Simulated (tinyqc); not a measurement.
Grain-boundary trapping model (Seto) of a polycrystalline semiconductor film: one step, computed by the program tinyqc. Command: `OMP_NUM_THREADS=1 python tinyqc.py 3026635 3026636 out.jsonl poly walk`. One thread of a shared host (Intel(R) Xeon(R) Processor @ 2.30GHz), about 0.01 s of CPU time with the checks.

Grains of equal size L are joined by thin boundaries with one trap level. Trapped carriers deplete a width W on each side and raise a barrier, crossed by thermionic emission. Dopants are fully ionised, statistics are non-degenerate and mu_g does not depend on T.

Problem. Barrier. N_c(T) = N_c (T/300 K)^(3/2). Filled traps Q = Q_t/(1 + (1/2) exp((E_t* - E_F)/k_B T)), where E_t* = e V_B - E_t and E_F are counted from the band edge at the grain centre. Partial depletion: Q = 2 N W, V_B = e N W^2/(2 eps eps_0), E_F = k_B T ln(N/N_c); solve for W. If that W would exceed L/2 the grain is fully depleted: W = L/2, Q = N L, and E_F follows from the trap equation. Centre density n_0 = N_c exp(E_F/k_B T).

Inputs (values chosen for the exercise, modelled on polycrystalline silicon): permittivity eps = 11.7; effective density of states at 300 K, N_c = 2.7e+19 1/cm^3; grain size L = 28 nm; trap density Q_t = 1.3e+12 1/cm^2; trap level E_t below the band edge = 0.24 eV; doping N = 3.6e+17 1/cm^3; temperature T = 300 K.

Grain interior: resistance included.

Constants: k_B = 8.617333262e-05 eV/K; e = 1.602176634e-19 C; eps_0 = 8.8541878128e-12 F/m.

Give: depletion width W; barrier V_B; E_F; centre density n_0.

Solution.

depletion width W = 14 nm

barrier V_B = 0.05456 V

E_F = -0.1713 eV

centre density n_0 = 3.575e+16 1/cm^3

The grain is fully depleted, and n_0 is 0.0993 of N.
